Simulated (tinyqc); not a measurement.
## Doping from resistivity

Inverse problem. A uniform, uncompensated and fully ionised sample has rho = 1/(q N mu), mu = m1 + (m2 (T/300 K)^(-bt) - m1)/(1 + (N/Nr)^am). Find N, mu and the diffusion coefficient mu Vt.

Parameters, values chosen for the exercise: temperature T = 250 K; mobility limit at high doping m1 = 50.6 cm^2/(V s); mobility limit at low doping, at 300 K m2 = 1420 cm^2/(V s); reference doping of the mobility law Nr = 9.96e16 cm^-3; exponent of the mobility law am = 0.683; temperature exponent of m2 bt = 2.5.

Constants: q = 1.602176634e-19 C, kB = 1.380649e-23 J/K, Vt = kB T/q. Results are converted to the units shown.

resistivity = 0.0025722780 ohm cm

Answer. With am below 1 the product N mu rises steadily with N, so one doping matches; it is found by iterating N = 1/(q rho mu(N)).

N = 2.40e19 cm^-3
mu = 101 cm^2/(V s)
diffusion coefficient = 2.18 cm^2/s

tinyqc, about 0.01 s, one thread, Intel Xeon 2.30GHz (shared host): `OMP_NUM_THREADS=1 python tinyqc.py 2110094 2110095 out.jsonl`
